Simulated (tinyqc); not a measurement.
Comparisons within one model: finite square well with mass mismatch (envelope functions). A value that a table varies takes the place of the one given here.

A square well of width L and depth V0, mass mw inside and mb outside, energies from the bottom of the well, c = hbar^2/2m0. k = sqrt(mw E/c), kappa = sqrt(mb (V0 - E)/c). psi and psi'/m are continuous at the walls (BenDaniel-Duke), so level n solves k L + 2 atan[(k/mw)/(kappa/mb)] = n pi.

Non-parabolic bands: mw is replaced by mw (1 + alpha_w E) and mb by mb (1 - alpha_b (V0 - E)), in k, kappa and the matching condition alike.

Constants: hbar^2/2m0 = 3.80998211 eV angstrom^2.

Inputs chosen for the exercise (near those of a GaAs well in AlGaAs; the results hold for these values, not for the real material):
- V0 = 0.283 eV (barrier height)
- mw = 0.0689 m0 (mass in the well)
- mb = 0.096 m0 (mass in the barrier)
- Ls = (22, 31, 43, 60, 84, 118, 165) angstrom (widths)
- L = 39 angstrom (well width)
- alpha_w = 0.59 1/eV (non-parabolicity in the well)
- alpha_b = 0.1 1/eV (non-parabolicity in the barrier)

## Width of the well

Levels against L, beside the infinite well E1(hard) = c (pi/L)^2/mw; Pb is the probability of level 1 in the barriers; a dash marks an unbound level.

Levels:
```
L (angstrom)  bound levels  E1 (eV)  E2 (eV)  E1(hard) (eV)     Pb
22                       1   0.1690        -         1.1276  0.392
31                       1   0.1287        -         0.5679  0.250
43                       1   0.0929        -         0.2952  0.149
60                       2   0.0626   0.2327         0.1516  0.081
84                       2   0.0397   0.1553         0.0773  0.040
118                      3   0.0239   0.0949         0.0392  0.019
165                      4   0.0139   0.0555         0.0200  0.008
```

The infinite well overestimates E1 by a factor 6.67 at 22 angstrom and 1.44 at 165 angstrom. The local exponent d ln E1/d ln L goes from -0.79 (first two rows) to -1.61 (last two), towards the -2 of hard walls, as Pb falls from 0.392 to 0.008. E2 - E1 is largest at 60 angstrom of the widths listed.

## Levels of description

The same well five ways. mb = mw: the barrier takes the mass of the well. psi' continuous: kappa holds mb but the condition drops the masses, k L + 2 atan(k/kappa) = n pi. The last column is measured against BenDaniel-Duke.

Levels (eV):
```
model                E1      E2      E3  E1 - E1(BDD) (meV)
infinite walls   0.3588  1.4353  3.2294               255.8
mb = mw          0.1137       -       -                10.7
BenDaniel-Duke   0.1030       -       -                 0.0
psi' continuous  0.1247       -       -                21.7
non-parabolic    0.1023       -       -                -0.7
```

Hard walls put E1 255.8 meV too high. Ignoring the mass step moves it by +10.7 meV and the wrong matching by +21.7 meV: with mb/mw = 1.39, continuity of psi'/m lets the slope outside be 1.39 times the slope inside, which acts like a softer wall. Non-parabolicity shifts E1 by -0.7 meV, the balance of a heavier mass in the well, which lowers it, and a lighter mass deep in the barrier, which hardens the wall. Among the finite wells the largest departure in E1 is that of the model 'psi' continuous'.

## What each parameter does

Parabolic bands. Pb is the probability of level 1 in the barriers, (A^2/kappa)/(A^2/kappa + L/2 + sin(kL)/(2k)) with A = cos(kL/2). Each row changes one parameter from the base and keeps the others.

Results:
```
case             E1 (eV)  bound levels      Pb  V0 - E1 (eV)
base              0.1030             1  0.1753        0.1800
L = 43 angstrom   0.0929             1  0.1487        0.1901
V0 = 0.325 eV     0.1100             1  0.1562        0.2150
mw = 0.0758 m0    0.1009             1  0.1664        0.1821
mb = 0.12 m0      0.0961             1  0.1636        0.1869
```

The largest shifts from the base row, up to three for each result and ties (the steps differ in size, so this ranks the rows, not the parameters). E1 (eV): L -0.0102, V0 +0.0069, mb -0.0069. bound levels: unchanged at the printed digits by L, V0, mw and mb. Pb: L -0.0265, V0 -0.0191, mb -0.0116. V0 - E1 (eV): V0 +0.0351, L +0.0102, mb +0.0069.

tinyqc: `OMP_NUM_THREADS=1 python tinyqc.py 1250563 1250564 out.jsonl`; about 0.01 s, one thread, shared Intel(R) Xeon(R) Processor @ 2.30GHz.
